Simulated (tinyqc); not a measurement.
Dispersion against the sound-wave line: Born-von Karman spring model of a cubic crystal with one atom per cell. Computed by tinyqc, a small Python program. Command: `OMP_NUM_THREADS=1 python tinyqc.py 3013955 3013956 out.jsonl springs walk`. One thread of a shared host (Intel(R) Xeon(R) Processor @ 2.30GHz), about 0.2 s of CPU time with the checks.

First neighbours lie at a/2 (1,1,0) (12 of them), second at a (1,0,0) (6), with all permutations and signs; the volume per atom is Omega = a^3/4. Two shells of springs match a real metal only roughly, above all at the zone boundary.

Inputs (values chosen for the exercise, modelled on copper): atomic mass M = 63.55 u; radial spring k1L = 1.66 eV/angstrom^2; transverse spring k1T = -0.078 eV/angstrom^2; radial spring k2L = 0.023 eV/angstrom^2; transverse spring k2T = -0.011 eV/angstrom^2.

Lattice: fcc.

Constants: nu for 1 eV/(angstrom^2 u) = 15.6333042 THz.

Method:
- A neighbour at R with unit vector n couples by the matrix K(R) = kL n n^T + kT (1 - n n^T), and D(q) = (1/M) sum_R K(R) [1 - cos(q.R)].
- An eigenvalue lambda of D in eV/(angstrom^2 u) gives nu = 15.6333042 THz x sqrt(lambda).
- The last column divides the top branch by the straight line with its slope at G. End points in 2 pi/a: X = (1, 0, 0), L = (0.5, 0.5, 0.5).

Frequencies (THz) along two lines:
```
line  fraction of the way    nu 1    nu 2    nu 3  nu 3 / linear
G-X                  0.10  0.7216  0.7216  1.1067        0.99555
G-X                  0.25  1.7686  1.7686  2.7027        0.97248
G-X                  0.40  2.7250  2.7250  4.1396        0.93091
G-X                  0.55  3.5382  3.5382  5.3374        0.87294
G-X                  0.70  4.1599  4.1599  6.2348        0.80119
G-X                  0.85  4.5504  4.5504  6.7892        0.71848
G-X                  1.00  4.6836  4.6836  6.9766        0.62756
G-L                  0.10  0.4893  0.4893  1.1049        0.99589
G-L                  0.25  1.1970  1.1970  2.7029        0.97450
G-L                  0.40  1.8385  1.8385  4.1516        0.93549
G-L                  0.55  2.3785  2.3785  5.3708        0.88016
G-L                  0.70  2.7870  2.7870  6.2933        0.81033
G-L                  0.85  3.0415  3.0415  6.8680        0.72827
G-L                  1.00  3.1279  3.1279  7.0631        0.63662
```

What follows from these numbers?

Along G-X the top branch ends at 63 % of its linear extrapolation, near the 2/pi = 64 % of a chain with one spring. Along G-L the top branch ends at 64 % of its linear extrapolation, which is the 2/pi of a pure sine: planes normal to this line couple to their next planes alone. A Debye model keeps the straight line throughout.
